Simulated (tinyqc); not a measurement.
Stark shift: stepped quantum well by finite differences.

Finite differences on points z_i at the centres of cells of width h: H_ii = (c/h^2)(1/m_(i-1/2) + 1/m_(i+1/2)) + V_i, H_(i,i+1) = -(c/h^2)/m_(i+1/2), where m_(i+1/2) is the mean of the masses at the two points (the end values are repeated outwards), psi = 0 on the points beyond both ends, c = hbar^2/2m0. The field adds e F (z - z0) with z0 the middle of the structure; 1 kV/cm = 1e-5 eV/angstrom.

Constants: hbar^2/2m0 = 3.80998211 eV angstrom^2.

Values chosen for the exercise (out of a larger set: near those of a strained Si well in SiGe; not measured data):
- layers = ((24, 0.186, 0.954), (12, 0, 0.904), (24, 0.082, 0.926), (24, 0.186, 0.954)) (each layer: thickness in angstrom, band edge in eV, mass in m0)
- hf = 0.375 angstrom (cell width of the fine grid)
- Fs = (0, 16.7, 33.3, 50, 66.7, 83.3, 100) kV/cm (fields)

Fine grid. Perturbation theory: dE1 = e F z_11 - beta (e F)^2 with beta = sum_j z_1j^2/(E_j - E_1) over the 13 next levels at zero field, z from z0.

Levels against field:

| F (kV/cm) | E1 (eV) | E2 (eV) | dE1 (meV) | second order (meV) | <z - z0> (angstrom) | E2 - E1 (meV) |
|---|---|---|---|---|---|---|
| 0 | 0.0624 | 0.1260 | 0.00 | 0.00 | -8.5 | 63.6 |
| 16.7 | 0.0609 | 0.1269 | -1.43 | -1.43 | -8.7 | 66.0 |
| 33.3 | 0.0595 | 0.1277 | -2.89 | -2.90 | -8.9 | 68.3 |
| 50.0 | 0.0580 | 0.1286 | -4.40 | -4.41 | -9.1 | 70.6 |
| 66.7 | 0.0564 | 0.1293 | -5.94 | -5.97 | -9.3 | 72.9 |
| 83.3 | 0.0549 | 0.1300 | -7.50 | -7.56 | -9.5 | 75.2 |
| 100 | 0.0532 | 0.1307 | -9.10 | -9.19 | -9.7 | 77.5 |

z_11 = -8.46 angstrom
beta = 731.5 angstrom^2/eV

What does the comparison show, and why?

The state sits -8.5 angstrom off the middle at zero field, so the shift starts linearly in F. At 100 kV/cm E1 has moved by -9.10 meV, where second order gives -9.19 meV; they differ by 1.0 % there. The electron moves by -1.2 angstrom, against the rise of the potential. E2 - E1 grows with the field; the ends are 63.6 and 77.5 meV.

Run: tinyqc, `OMP_NUM_THREADS=1 python tinyqc.py 1281582 1281583 out.jsonl`; Intel(R) Xeon(R) Processor @ 2.30GHz, one thread, shared host; about 0.01 s of CPU time with all checks.
